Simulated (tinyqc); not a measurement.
Force balance against energy balance: elastic strain and critical thickness of a cubic alloy layer A(1-x)B(x) on a thick substrate. Computed by tinyqc, a small Python program. Command: `OMP_NUM_THREADS=1 python tinyqc.py 3027864 3027865 out.jsonl misfit walk`. One thread of a shared host (Intel(R) Xeon(R) Processor @ 2.30GHz), about 0.01 s of CPU time with the checks.

Strain is positive in tension. The layer is coherent with the substrate unless said otherwise.

Inputs (values chosen for the exercise, for a model alloy):
```
quantity                        value      unit
fraction x of B                  0.68         -
lattice constant a_A            5.658  angstrom
lattice constant a_B            5.431  angstrom
substrate lattice constant a_S  5.666  angstrom
```

Growth plane: (001). Layer: uncapped. Misfit dislocation: 60-degree.

C11, C12, C44 of A (GPa): 129.8  52.27  64.79

C11, C12, C44 of B (GPa): 184.9  67.17  75.9

Method:
- a = (1 - x) a_A + x a_B, the same rule for each C_ij; misfit f = (a_S - a)/a, the in-plane strain of the coherent layer.
- Voigt averages: G = (C11 - C12 + 3 C44)/5, B = (C11 + 2 C12)/3, nu = (3 B - 2 G)/(2 (3 B + G)); b = a/sqrt(2). The 60-degree dislocation has cos alpha = 1/2, and cos lambda = 1/2 on (001).
- Matthews-Blakeslee: h_c = A [ln(h_c/b) + 1], A = b (1 - nu cos^2 alpha)/(8 pi |f| (1 + nu) cos lambda), the factor 8 pi being that of an uncapped layer.
- People-Bean: h_c = P ln(h_c/b), P = (1 - nu)/(1 + nu) b^2/(16 pi sqrt(2) a f^2). The misfit is scaled by 0.25, 0.4, 0.6, 1, 1.5, 2.2 at fixed a, b and nu; the upper root is taken, and rows with A < 1.3 b or P < 3 b, where the roots shrink to the core size or vanish, are left out.

misfit f = 0.0295005

prefactor A = 0.805199 nm

Poisson ratio nu = 0.229080

Burgers vector b = 0.389166 nm

free lattice constant a = 5.50364 angstrom

Critical thickness:
```
|f| (%)  Matthews-Blakeslee (nm)  People-Bean (nm)   ratio
0.7375                    14.978            296.17  19.774
1.1800                     8.131             96.06  11.813
1.7700                     4.679             34.83   7.443
2.9500                     2.200              8.65   3.934
4.4251                     1.089              2.08   1.906
```

What does the comparison show, and why?

The exponents d ln h_c/d ln f are -1.30 and -2.40 between the first rows, steeper than the -1 and -2 of the prefactors because of the logarithm. The ratio falls from 19.8 to 1.91 as the misfit grows. Where People-Bean lies above, a layer between the lines is metastable: dislocations would lower the energy but have to be nucleated. Above about 2 % misfit islands may come first.
